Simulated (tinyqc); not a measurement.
## Length offset and series resistance from crossing lines

Inverse problem. R_total = Rs + k (L - dL)/Vo with constant Rs, dL and k. Find k, dL and Rs.

R_total at (L, Vo) = (30, 0.45), (60, 0.45), (30, 0.79) and (60, 0.79), L in nm and Vo in V (ohm um): 409.2  729.2  297.64557  479.92405

Solution. At each overdrive R is a straight line in L with slope k/Vo; the two lines cross at L = dL, R = Rs.

k = 4.800 ohm um V/nm
dL = 5.700 nm
Rs = 150.0 ohm um

tinyqc, about 0.03 s, one thread, Intel Xeon 2.30GHz (shared host): `OMP_NUM_THREADS=1 python tinyqc.py 2282099 2282100 out.jsonl`
